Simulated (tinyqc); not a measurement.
# Read current of a NAND string, cells in series solved by shooting: effect of the bit-line voltage

Cells in series, numbered from 0 at the source line (0 V) to the bit line, each followed by a gap resistance Rg. A cell with gate Vg, threshold VT, source Vs and drain Vd passes I = 2 nf K Vt^2 [F(Vs) - F(Vd)]/(1 + th max(Vg - VT, 0)), F(V) = ln^2(1 + exp((Vg - VT - nf V)/(2 nf Vt))). The selected cell has Vg = Vr, the others Vg = Vp.

For a trial current I start at 0 V and, cell by cell, solve for the drain: sqrt(F(Vd)) = sqrt(F(Vs) - I/k), k = 2 nf K Vt^2/(1 + th max(Vg - VT, 0)), Vd = [Vg - VT - 2 nf Vt ln(exp(sqrt F) - 1)]/nf, then add I Rg. The string current is the I for which the last node reaches Vbl. The apparent threshold is the Vr at which I = Is. Background: all other cells erased (VT = Ve) or all in the highest state (VT = Vh); ratio and shift are high over erased and high minus erased. The string has 32 cells and the selected one is cell 16.

Parameters, values chosen for the exercise; values of the order met in vertical NAND strings:
- T = 300 K (temperature)
- K = 3.8 uA/V^2 (gain factor of a cell)
- nf = 1.8 (slope factor)
- th = 0.19 1/V (mobility reduction factor)
- Rg = 28 kohm (resistance of the gap between cells)
- Vp = 7.3 V (pass voltage)
- Ve = -0.6 V (threshold of an erased cell)
- Vh = 4.6 V (threshold of the highest state)
- Vx = 2.6 V (threshold of the selected cell)
- Is = 50 nA (sensing current)
- Vr = 3.93 V (read voltage on the selected word line)

Constants: q = 1.602176634e-19 C, kB = 1.380649e-23 J/K, Vt = kB T/q. Results are converted to the units shown.

Effect of the bit-line voltage:
columns A: Vbl (V); B: I, others erased (uA); C: I, others high (uA); D: ratio; E: apparent VT, erased (V); F: apparent VT, high (V); G: background shift (mV)
```
A         B        C       D      E      F      G
0.4  0.1015  0.06144  0.6055  2.979  3.114  135.6
0.5  0.1247  0.07402  0.5934  2.978  3.084  106.0
0.6  0.1469  0.08542  0.5814  2.978  3.083  104.3
0.7  0.1679  0.09563  0.5696  2.978  3.082  104.3
0.8  0.1874   0.1046  0.5584  2.978  3.082  104.2
```

What does the table show?

As Vbl goes from 0.4 to 0.8 V, the current with erased neighbours rises from 0.101 to 0.187 uA, that with high neighbours rises from 0.0614 to 0.105 uA and the ratio falls from 0.605 to 0.558. The background shift falls from 136 to 104 mV.

Numbers from tinyqc (`OMP_NUM_THREADS=1 python tinyqc.py 2142058 2142059 out.jsonl`; about 0.2 s on one thread of a shared Intel Xeon 2.30GHz).
